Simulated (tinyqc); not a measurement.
# Junction parameters from two forward currents

Inverse problem. D(v) = J1 (exp(v/Vt) - 1) + J2 (exp(v/(2 Vt)) - 1). Find J1, J2 and the voltage 2 Vt ln(J2/J1) near which both parts are equal.

Parameters, values chosen for the exercise:
```
symbol  value  unit      meaning
T         300     K  temperature
```

Constants: q = 1.602176634e-19 C, kB = 1.380649e-23 J/K, Vt = kB T/q. Results are converted to the units shown.

junction voltages (V): 0.26  0.71
currents (uA/um): 1.4315587e-5  2.0327389

Answer. The current is linear in J1 and J2, so two points give two equations.

J1 = 2.30e-12 uA/um
J2 = 9.40e-8 uA/um
crossover = 0.549 V

Program tinyqc, `OMP_NUM_THREADS=1 python tinyqc.py 2182163 2182164 out.jsonl`; Intel Xeon 2.30GHz, shared host, one thread, about 0.2 s.
